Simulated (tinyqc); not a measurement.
From results back to parameters: BHZ model on a square lattice (one spin block). Three cases, with inputs chosen for the exercise.

Problem. Near Gamma E = -D k^2 -/+ sqrt(A^2 k^2 + (M - B k^2)^2), so the curvature of the upper band, E = |M| + c+ k^2, is c+ = -D + A^2/(2|M|) - B sign(M), and of the lower one c- = -D - A^2/(2|M|) + B sign(M). M and A are given; c+ and c- come from hidden B and D.

Find: D, B; order of the bands.

Method. The mean of the curvatures is -D; half their difference is A^2/(2|M|) - B sign(M). The bands are inverted where M/B > 0.

Case 1.

Values chosen (out of a larger set: of the size used for HgTe wells; not measured data): A = 3.46 eV angstrom; M = -0.0217 eV (mass term).

c+, c- (eV angstrom^2): 261.043  -164.243

Solution.

D, B (eV angstrom^2): -48.4  -63.2

order of the bands: inverted

Case 2.

Values chosen (out of a larger set: of the size used for HgTe wells; not measured data): A = 3.81 eV angstrom; M = 0.0223 eV (mass term).

c+, c- (eV angstrom^2): 435.273  -340.873

Solution.

D, B (eV angstrom^2): -47.2  -62.6

order of the bands: normal

Case 3.

Values chosen (out of a larger set: of the size used for thin Bi2Se3 films; not measured data): A = 2.3 eV angstrom; M = 0.0332 eV (mass term).

c+, c- (eV angstrom^2): 100.769  -91.169

Solution.

D, B (eV angstrom^2): -4.8  -16.3

order of the bands: normal

Computed by tinyqc, one run a case: `OMP_NUM_THREADS=1 python tinyqc.py N N+1 out.jsonl` with N = 1450032, 1450076, 1450081; one thread of a shared Intel(R) Xeon(R) Processor @ 2.30GHz, about 0.1 s a run at most.
